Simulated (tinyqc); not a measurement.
Worked calculation: Raman shift of the zone-centre optical phonon of a diamond-structure crystal under stress. Computed by tinyqc, a small Python program that keeps every step. Command: `OMP_NUM_THREADS=1 python tinyqc.py 3011084 3011085 out.jsonl ramanstress walk`. One thread of a shared host (Intel(R) Xeon(R) Processor @ 2.30GHz), about 0.01 s of CPU time with the checks. Intermediate numbers are printed to about 5 digits and carried at full precision; extremes and crossings named in words are read from the listed rows.

Axes x, y, z are the cube axes. Strain shifts the threefold optical mode and can split it; p, q and r are the phonon deformation potentials.

Inputs (values chosen for the exercise, modelled on germanium):
```
quantity                             value      unit
unstrained frequency omega_0         301.1      1/cm
p/omega_0^2                          -1.44         -
q/omega_0^2                          -1.93         -
r/omega_0^2                          -1.13         -
C11                                  130.1       GPa
C12                                  48.09       GPa
C44                                   67.4       GPa
stress sigma (tension positive)       -1.7       GPa
polarisation angle phi                  60    degree
temperature coefficient d omega/dT  -0.015  1/(cm K)
local temperature T                    400         K
laser wavelength                     514.5        nm
```

Stress state: uniaxial. Axis: [110].

Constants: h = 6.62607015e-34 J s; c = 299792458 m/s; k_B = 1.380649e-23 J/K.

## Compliances

S11 = (C11 + C12)/D, S12 = -C12/D, D = (C11 - C12)(C11 + 2 C12), S44 = 1/C44.

S11 = 9.6022 1/TPa

S12 = -2.5914 1/TPa

S44 = 14.837 1/TPa

## Stress and strain tensors

Uniaxial stress along the unit vector n of the axis: sigma_ij = sigma n_i n_j. eps_xx = S11 sigma_xx + S12 (sigma_yy + sigma_zz), and cyclic; eps_xy = S44 sigma_xy/2 (tensor strain).

stress (GPa):
```
       x      y     z
x  -0.85  -0.85  0.00
y  -0.85  -0.85  0.00
z   0.00   0.00  0.00
```

strain (per mille):
```
         x        y       z
x  -5.9591  -6.3056  0.0000
y  -6.3056  -5.9591  0.0000
z   0.0000   0.0000  4.4055
```

volume strain = -7.5128 per mille

Caution: strains above about 1 % call for terms beyond linear order.

## Secular matrix and shifts

Secular matrix: M_xx = p eps_xx + q (eps_yy + eps_zz), M_xy = 2 r eps_xy; its eigenvalues are omega^2 - omega_0^2, and the shifts are these over 2 omega_0.

M/(2 omega_0) (1/cm):
```
        x       y       z
x  1.7433  2.1454  0.0000
y  2.1454  1.7433  0.0000
z  0.0000  0.0000  2.5079
```

shifts, in rising order (1/cm): -0.4021  2.5079  3.8888

All three modes are split. The shifts differ in sign.

## Mean shift and Grueneisen parameter

gamma = -(p + 2q)/(6 omega_0^2); the mean of the three shifts is -gamma omega_0 x (volume strain).

mode Grueneisen parameter gamma = 0.88333

mean shift = 1.9982 1/cm

## The line seen from a (001) surface

Backscattering from a (001) surface: incident polarisation (cos phi, sin phi, 0). With Raman tensors (R_z)_xy = (R_z)_yx = 1 and cyclic, only the z component u_z of a mode counts: I = u_z^2 sin^2(2 phi) for parallel and u_z^2 cos^2(2 phi) for crossed polarisers. An unresolved line sits at the intensity-weighted shift, which is M_zz/(2 omega_0).

total intensity, parallel = 0.75

total intensity, crossed = 0.25

shift of the observed line = 2.5079 1/cm

shift per stress = -1.4752 1/(cm GPa)

stress per shift = -677.85 MPa cm

The z-polarised mode is an eigenmode here, so one line is seen.

## The same stress in different states

Uniaxial: sigma n n^T; biaxial: sigma (1 - n n^T); hydrostatic: sigma 1. The line seen from (001) is taken as unresolved, at the intensity-weighted shift M_zz/(2 omega_0).

Shifts (1/cm):
```
state                   lowest  middle  highest  line seen from (001)
uniaxial [100]          0.9787  2.5079   2.5079                2.5079
uniaxial [110]         -0.4021  2.5079   3.8888                2.5079
uniaxial [001]          0.9787  2.5079   2.5079                0.9787
uniaxial [111]          0.5679  0.5679   4.8588                1.9982
biaxial, normal [001]   3.4867  3.4867   5.0158                5.0158
biaxial, normal [111]   1.1358  5.4267   5.4267                3.9964
hydrostatic             5.9946  5.9946   5.9946                5.9946
```

Seen from (001), uniaxial stress along [100] and along [110] give the same shift (2.508), and equal biaxial stress in the plane gives twice as much (5.016), since only sigma_xx + sigma_yy and sigma_zz enter M_zz. Stress along [001] gives 0.979. One measured shift therefore fixes the stress only once its state is assumed: read as uniaxial in the plane, a shift implies twice the stress that it does read as biaxial. In the two [111] rows the modes seen are split by 4.3 per cm, more than a line width, so two lines appear there in place of one.

## Heating mistaken for stress

A temperature above 300 K shifts the line by (d omega/dT)(T - 300 K); divided by the shift per stress it poses as a stress; the total shift adds it to the shift of the observed line. The anti-Stokes to Stokes ratio is [(omega_L + omega_0)/(omega_L - omega_0)]^3 exp(-h c omega_0/(k_B T)) in photon counts, omega_L = 1/wavelength, resonance effects left out.

thermal shift = -1.5 1/cm

apparent stress from heating = 1.0168 GPa

total shift = 1.0079 1/cm

anti-Stokes/Stokes ratio = 0.37155

Heating poses as tension, 60 % of the true stress in size; the intensity ratio gives T apart from the shift.

Checks made by the program: mean of the eigenvalues against the trace rule (relative difference below 1e-10); weighted mean of the modes against M_zz (relative difference below 1e-10).
